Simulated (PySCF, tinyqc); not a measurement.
Worked calculation: coupled-perturbed Hartree-Fock on RHF in the sto-3g basis, for H4, spin multiplicity 1. The lowest restricted solution is unstable here: a spin-polarised one lies 0.0177 hartree lower (PySCF). One step of it, computed by the program tinyqc.

Task: Coupled step 1. U_ai = -(mu_ai + sum_bj [4 (ai|bj) - (ab|ij) - (aj|bi)] U_bj) / (e_a - e_i); alpha = -4 sum U_ai mu_ai.

uncoupled U:
```
           i1         i2
a3  -0.001799   3.238673
a4   0.636600  -0.001085
```

dipole integrals <a|z|i> (bohr):
```
           i1         i2
a3   0.001255  -1.907694
a4  -0.589962   0.000888
```

orbital energies (hartree): MO1 -0.472900, MO2 -0.364393, MO3 0.224643, MO4 0.453840

Two-electron integrals over orbitals (pq|rs), unique and non-zero (hartree):
```
(11|11) 0.408747    (21|11) -0.000437   (21|21) 0.181177    (22|11) 0.387779
(22|21) 0.000379    (22|22) 0.396219    (31|11) -0.051563   (31|21) -0.000168
(31|22) 0.004773    (31|31) 0.113166    (32|11) -0.000301   (32|21) 0.070076
(32|22) 0.000155    (32|31) 0.000210    (32|32) 0.117970    (33|11) 0.389614
(33|21) 0.000332    (33|22) 0.392702    (33|31) -0.000611   (33|32) 0.000136
(33|33) 0.406282    (41|11) 0.000176    (41|21) -0.024541   (41|22) -0.000051
(41|31) -0.000229   (41|32) 0.083844    (41|33) -0.000038   (41|41) 0.099597
(42|11) -0.056959   (42|21) -0.000155   (42|22) -0.003879   (42|31) 0.111772
(42|32) 0.000246    (42|33) -0.001106   (42|41) -0.000203   (42|42) 0.116045
(43|11) -0.000418   (43|21) 0.179630    (43|22) 0.000403    (43|31) -0.000156
(43|32) 0.072917    (43|33) 0.000361    (43|41) -0.023011   (43|42) -0.000156
(43|43) 0.190786    (44|11) 0.425075    (44|21) -0.000372   (44|22) 0.404656
(44|31) -0.054937   (44|32) -0.000295   (44|33) 0.414472    (44|41) 0.000171
(44|42) -0.061311   (44|43) -0.000379   (44|44) 0.458104
```

Give: U after step 1; polarisability.

Result:

U after step 1:
```
         i1       i2
a3  -0.0028   3.4044
a4   0.5697  -0.0019
```

polarisability = 27.3229 bohr^3
